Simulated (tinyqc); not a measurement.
# p-type polysilicon, carrier trapping at grain boundaries: what changes with what

One-dimensional grains of size Lg, uniform ionised doping N, monovalent traps Qt at each boundary at a depth Et below (for electrons) or above (for holes) the band edge there, abrupt depletion of width W on each side of a boundary, Boltzmann statistics. xi is the distance from the band edge at the grain centre to the Fermi level. Trapped charge Qt/(1 + exp((xi + VB - Et)/Vt)) = 2 N W, barrier VB = q N W^2/(2 eps0 eps_r).

Parameters, values chosen for the exercise; values of the order met in polycrystalline silicon:
- T = 300 K (temperature)
- eps_r = 11.7 (relative permittivity)
- NB = 2.65e19 cm^-3 (valence-band density of states at T)
- Lg = 160 nm (grain size)
- Qt = 8.7e11 cm^-2 (trap density of a grain boundary)
- Et = 0.38 eV (depth of the trap level from the majority band edge at the boundary)
- ms = 0.53 m0 (mass for thermionic emission)
- fe = 0.25 (correction factor of the emission rate)
- mug = 220 cm^2/(V s) (mobility inside the grains)
- N = 1e17 cm^-3 (doping)

Constants: q = 1.602176634e-19 C, kB = 1.380649e-23 J/K, m0 = 9.1093837015e-31 kg, Vt = kB T/q, eps0 = 8.8541878128e-14 F/cm where lengths are in cm. Results are converted to the units shown.

Each table varies one quantity; the others keep the values above.

## Effect of the doping

If the trap equation with xi = Vt ln(NB/N) has a root W < Lg/2, the grain is partly depleted; otherwise W = Lg/2 and the trap equation gives xi = Et - VB + Vt ln(Qt/(N Lg) - 1). N* = Qt/Lg. n0 = NB exp(-xi/Vt); mean density n0 (1 - 2 W/Lg) by charge balance in a partly depleted grain, and n0 (sqrt(pi)/2) erf(u)/u with u = sqrt(VB/Vt) in a fully depleted one; v = sqrt(kB T/(2 pi ms m0)); barrier resistivity Vt exp(VB/Vt)/(q fe n0 v Lg); grain resistivity (1 - 2 W/Lg)/(q n0 mug); effective mobility 1/(q mean density total resistivity). Rows with xi above 0.45 V, towards mid-gap, are left out, since the other carrier type is ignored.

Results:

| N (cm^-3) | N/N* | depleted share 2 W/Lg | VB (V) | xi (V) | mean density (cm^-3) | resistivity (ohm cm) | effective mobility (cm^2/(V s)) |
|---|---|---|---|---|---|---|---|
| 2.7e15 | 0.04966 | 1.000 | 0.01336 | 0.4429 | 8.170e11 | 1.908e4 | 400.5 |
| 5.7e15 | 0.1048 | 1.000 | 0.02821 | 0.4072 | 2.788e12 | 8511 | 263.0 |
| 1.2e16 | 0.2207 | 1.000 | 0.05939 | 0.3532 | 1.746e13 | 3520 | 101.6 |
| 2.5e16 | 0.4598 | 1.000 | 0.1237 | 0.2604 | 4.516e14 | 1171 | 11.80 |
| 5.3e16 | 0.9747 | 0.8322 | 0.1817 | 0.1607 | 8.893e15 | 232.1 | 3.023 |
| 1.1e17 | 2.023 | 0.4871 | 0.1292 | 0.1418 | 5.641e16 | 14.82 | 7.465 |
| 4.9e17 | 9.011 | 0.1110 | 0.02986 | 0.1032 | 4.356e17 | 0.1222 | 117.3 |
| 1e18 | 18.39 | 0.05437 | 0.01463 | 0.08472 | 9.456e17 | 0.04605 | 143.3 |
| 2.2e18 | 40.46 | 0.02472 | 0.006651 | 0.06434 | 2.146e18 | 0.01900 | 153.1 |

Estimate the missing row, N = 2.3e17 cm^-3.

Computed row:

| N (cm^-3) | N/N* | depleted share 2 W/Lg | VB (V) | xi (V) | mean density (cm^-3) | resistivity (ohm cm) | effective mobility (cm^2/(V s)) |
|---|---|---|---|---|---|---|---|
| 2.3e17 | 4.230 | 0.2363 | 0.06355 | 0.1227 | 1.757e17 | 0.6488 | 54.77 |

With this row back in the table: As N goes from 2.7e15 to 2.2e18, VB goes from 0.0134 through a maximum of 0.182 (at N = 5.3e16 among the rows listed) to 0.00665 V, the resistivity falls from 19100 to 0.0190 ohm cm and the effective mobility goes from 400 through a minimum of 3.02 (at N = 5.3e16 among the rows listed) to 153 cm^2/(V s). The steepest fall of the resistivity among the rows, as N^(-4.2), lies between N = 1.1e17 and 2.3e17 cm^-3; N* = 5.44e16 cm^-3. While the grain is fully depleted VB grows as N; once the traps are full it falls as 1/N. For N = 2.2e18 xi is under 2.5 Vt, where Boltzmann statistics begin to fail. For N = 2.7e15, 1e18, 2.2e18 VB is below Vt, where abrupt depletion and thermionic emission are rough. For N = 5.3e16 the grain is near the changeover between partial and full depletion, within a few Debye lengths, where both limits are rough. For N = 2.7e15, 5.7e15 the effective mobility exceeds mug, since drift through the depleted part of the grain is left out.

## Effect of the grain size

Same model as above.

N* = Qt/Lg.

Effect of the grain size:

| Lg (nm) | N/N* | depleted share 2 W/Lg | VB (V) | xi (V) | mean density (cm^-3) | resistivity (ohm cm) | effective mobility (cm^2/(V s)) |
|---|---|---|---|---|---|---|---|
| 10 | 0.11494 | 1.0000 | 0.0019332 | 0.43084 | 1.4955e12 | 1.2279e5 | 33.987 |
| 17 | 0.19540 | 1.0000 | 0.0055871 | 0.41100 | 3.0785e12 | 38627 | 52.488 |
| 31 | 0.35632 | 1.0000 | 0.018578 | 0.37671 | 1.0006e13 | 9292.9 | 67.125 |
| 53 | 0.60920 | 1.0000 | 0.054305 | 0.31422 | 8.1859e13 | 1930.3 | 39.501 |
| 94 | 1.0805 | 0.90370 | 0.13950 | 0.14425 | 9.6302e15 | 41.016 | 15.802 |
| 160 | 1.8391 | 0.53092 | 0.13950 | 0.14425 | 4.6908e16 | 24.214 | 5.4952 |
| 290 | 3.3333 | 0.29292 | 0.13950 | 0.14425 | 7.0708e16 | 13.486 | 6.5452 |
| 500 | 5.7471 | 0.16990 | 0.13950 | 0.14425 | 8.3010e16 | 7.9413 | 9.4681 |

What does the comparison show?

As Lg goes from 10 to 500, VB rises from 0.00193 to 0.140 V, the resistivity falls from 1.23e5 to 7.94 ohm cm and the effective mobility moves up and down between 5.50 and 67.1 cm^2/(V s). For Lg = 10, 17, 31 VB is below Vt, where abrupt depletion and thermionic emission are rough. For Lg = 94 the grain is near the changeover between partial and full depletion, within a few Debye lengths, where both limits are rough.

Program tinyqc, `OMP_NUM_THREADS=1 python tinyqc.py 2830219 2830220 out.jsonl`; Intel Xeon 2.30GHz, shared host, one thread, about 0.01 s.
